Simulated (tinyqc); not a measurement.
What each parameter does: averaged masses of warped heavy- and light-hole bands.

Four-band hole energies E = c k^2 f(u), c = hbar^2/2m0, f = g1 -/+ 2 sqrt(g2^2 + 3 (g3^2 - g2^2) s), s = ux^2 uy^2 + uy^2 uz^2 + uz^2 ux^2 for the unit vector u; minus for heavy, plus for light holes; the mass along u is 1/f.

Grid: n x n midpoints in cos(theta) from 0 to 1 and phi from 0 to pi/2, equal weights. m_d = <f^(-3/2)>^(2/3). Conductivity mass for one scattering time: 1/m_c = <|w|^2 f^(-5/2)>/<f^(-3/2)> with w = grad_k(k^2 f)/(2 k), that is |w|^2 = f^2 + |angular gradient of f|^2/4.

Parameters, chosen for this exercise (out of a larger set: near those of GaSb; not measured data): g1 = 13.39 (Luttinger gamma1); g2 = 4.67 (gamma2); g3 = 6.04 (gamma3).

n = 40.

One parameter was then changed.

Results before and after:

| case | m_d heavy (m0) | m_c heavy (m0) | m_d light (m0) | m_c light (m0) |
|---|---|---|---|---|
| base | 0.4735 | 0.3358 | 0.0410 | 0.0408 |
| changed | 0.4884 | 0.3590 | 0.0408 | 0.0407 |

Which of these changes was made? (a) g2 = 4.81; (b) g1 = 12.988; (c) g3 = 6.221.
Answer: (a) g2 = 4.81. Of the candidates, run in turn, only this one gives the changed row.

All candidates:

| case | m_d heavy (m0) | m_c heavy (m0) | m_d light (m0) | m_c light (m0) |
|---|---|---|---|---|
| base | 0.4735 | 0.3358 | 0.0410 | 0.0408 |
| g1 = 12.988 | 0.6015 | 0.3709 | 0.0417 | 0.0415 |
| g2 = 4.81 | 0.4884 | 0.3590 | 0.0408 | 0.0407 |
| g3 = 6.221 | 0.5606 | 0.3346 | 0.0406 | 0.0404 |

Program tinyqc; command `OMP_NUM_THREADS=1 python tinyqc.py 1081018 1081019 out.jsonl`; about 0.02 s on one thread of a shared Intel(R) Xeon(R) Processor @ 2.30GHz.
